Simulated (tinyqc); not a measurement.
# From one set of inputs to another, one input at a time

Model: Born-von Karman spring model of a cubic crystal with one atom per cell. Computed by tinyqc, a small Python program. Command: `OMP_NUM_THREADS=1 python tinyqc.py 3013095 3013096 out.jsonl springs ladder`. One thread of a shared host (Intel(R) Xeon(R) Processor @ 2.30GHz), about 0.4 s of CPU time with the checks.

First neighbours lie at a/2 (1,1,0) (12 of them), second at a (1,0,0) (6), with all permutations and signs; the volume per atom is Omega = a^3/4. Two shells of springs match a real metal only roughly, above all at the zone boundary.

The inputs printed are set A. Set A is modelled on gold; the values taken over come from a set modelled on aluminium. Inputs not listed in the table keep their values of set A, so the rows need not describe a real material.

Inputs (values chosen for the exercise, modelled on gold):
```
quantity                value           unit
lattice constant a       4.08       angstrom
atomic mass M          196.97              u
radial spring k1L        2.09  eV/angstrom^2
transverse spring k1T    -0.3  eV/angstrom^2
radial spring k2L        0.25  eV/angstrom^2
transverse spring k2T  -0.057  eV/angstrom^2
mesh divisions n            8              -
temperature T              50              K
```

Lattice: fcc.

Constants: 1 eV/angstrom^3 = 160.2176634 GPa; nu for 1 eV/(angstrom^2 u) = 15.6333042 THz; h x 1 THz = 4.135667696 meV; k_B = 8.617333262e-05 eV/K; hbar^2/u = 4.18015928e-03 eV angstrom^2.

Method:
- [ij,kl] = (1/(2 Omega)) sum_R K_ij R_k R_l; C11 = [xx,xx], C44 = [xx,yy], C12 = 2 [xy,xy] - C44; B = (C11 + 2 C12)/3; Zener ratio A = 2 C44/(C11 - C12). K(R) = kL n n^T + kT (1 - n n^T).
- A neighbour at R with unit vector n couples by the matrix K(R) = kL n n^T + kT (1 - n n^T), and D(q) = (1/M) sum_R K(R) [1 - cos(q.R)].
- An eigenvalue lambda of D in eV/(angstrom^2 u) gives nu = 15.6333042 THz x sqrt(lambda).
- Take the highest frequency at X = (1, 0, 0) (2 pi/a).
- Mesh: q = sum_i (m_i + 1/2)/n b_i, m_i = 0..n-1, with b = [[-1, 1, 1], [1, -1, 1], [1, 1, -1]] in 2 pi/a; sums are averages over the n^3 points, per atom.
- With x = h nu/(k_B T) and n = 1/(exp(x) - 1) for each mode: F = k_B T [x/2 + ln(1 - exp(-x))], U = k_B T x (n + 1/2), S/k_B = x n - ln(1 - exp(-x)), C/k_B = x^2 n (n + 1).
- <u_x^2> = (1/3) sum over modes of hbar^2/(2 M h nu) coth(x/2); zero-point energy = sum h nu/2. <u_x^2> converges slowly with the mesh, from below, with an error of order 1/n.

Each row keeps all changes above it:
```
input moved                              from      to  C44 (GPa)  highest frequency at X (THz)  entropy S (k_B/atom)
set A                                       -       -     37.777                         4.215                1.2219
temperature T (K)                          50     400     37.777                         4.215                6.7599
transverse spring k1T (eV/angstrom^2)    -0.3  -0.079     63.812                         4.468                6.2018
atomic mass M (u)                      196.97   26.98     63.812                        12.072                3.3283
radial spring k2L (eV/angstrom^2)        0.25    0.15     63.812                        12.072                3.3782
lattice constant a (angstrom)            4.08    4.05     64.285                        12.072                3.3782
radial spring k1L (eV/angstrom^2)        2.09    1.29     32.637                         9.368                4.1482
```

C44 goes from 37.8 to 32.6, a factor 0.864 in all. The largest single move comes from radial spring k1L (a factor 0.508), and transverse spring k1T works against it (a factor 1.69). Highest frequency at X goes from 4.22 to 9.37, a factor 2.22 in all. The largest single move comes from atomic mass M (a factor 2.70), and radial spring k1L works against it (a factor 0.776). Entropy S goes from 1.22 to 4.15, a factor 3.39 in all. The largest single move comes from temperature T (a factor 5.53), and atomic mass M works against it (a factor 0.537). The single moves hold for this order of the switches; the total does not depend on the order.

Extremes, crossings and ranges named in words are read from the listed rows.
